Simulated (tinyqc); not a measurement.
Worked calculation: tight binding, kagome lattice. Computed by tinyqc, a small Python program that keeps every step. Settings: t1 = 1.31, t2 = 0.58, delta = -0.44, bands filled = 2. Command: `OMP_NUM_THREADS=1 python tinyqc.py 22120 22121 out.jsonl` (the two numbers bound the seeds that draw the settings). One thread of a shared host (Intel(R) Xeon(R) Processor @ 2.60GHz), about 0.01 s of CPU time with the checks.

## Bloch Hamiltonian at k

Parameters chosen for this model:
```
parameter      value                unit
t1          1.310000    eV, up triangles
t2          0.580000  eV, down triangles
delta      -0.440000        eV on site C
```

k point k (fractions of the reciprocal vectors): [0.380000, -0.270000]

H_AB = -t1 - t2 exp(-i k.a1), H_AC = -t1 - t2 exp(-i k.a2), H_BC = -t1 - t2 exp(i k.(a1 - a2)), H_CC = delta.

H(k) at k (eV), order A, B, C:
```
[[0.000000, -0.887198+0.397037i, -1.237307-0.575427i],
 [-0.887198-0.397037i, 0.000000, -0.969085+0.469230i],
 [-1.237307+0.575427i, -0.969085-0.469230i, -0.440000]]
```

## Levels at k

Diagonalise the Hermitian matrix.

eigenvalues (eV): [-2.259630, 0.083876, 1.735755]

weights |c|^2 of the basis functions, order A, B, C:
```
[[0.315318, 0.288119, 0.396563],
 [0.240265, 0.469650, 0.290085],
 [0.444417, 0.242232, 0.313351]]
```

## Bloch Hamiltonian at K

k point K (fractions of the reciprocal vectors): [0.333333, 0.666667]

As before.

H(k) at K (eV), order A, B, C:
```
[[0.000000, -1.020000+0.502295i, -1.020000-0.502295i],
 [-1.020000-0.502295i, 0.000000, -1.020000+0.502295i],
 [-1.020000+0.502295i, -1.020000-0.502295i, -0.440000]]
```

## Levels at K

As before.

eigenvalues (eV): [-2.202634, 0.002464, 1.760170]

weights |c|^2 of the basis functions, order A, B, C:
```
[[0.296364, 0.333240, 0.370396],
 [0.296364, 0.333240, 0.370396],
 [0.407272, 0.333520, 0.259208]]
```

## Bands along a path

The same steps at evenly spaced points between the labelled ones.

Bands along the path (eV):
```
k             band 1    band 2    band 3
G          -3.934445  1.604445  1.890000
G-K 0.33   -3.559112  1.275855  1.843257
G-K 0.67   -2.691895  0.445367  1.806527
K          -2.202634  0.002464  1.760170
K-M 0.33   -2.317133  0.148278  1.728854
K-M 0.67   -2.475079  0.336310  1.698769
M          -2.540944  0.415642  1.685302
M-K' 0.33  -2.475079  0.336310  1.698769
M-K' 0.67  -2.317133  0.148278  1.728854
K'         -2.202634  0.002464  1.760170
```

With 2 band(s) filled, the highest filled level on these points lies at G and the lowest empty one at M: a gap of 0.0809 eV, indirect.
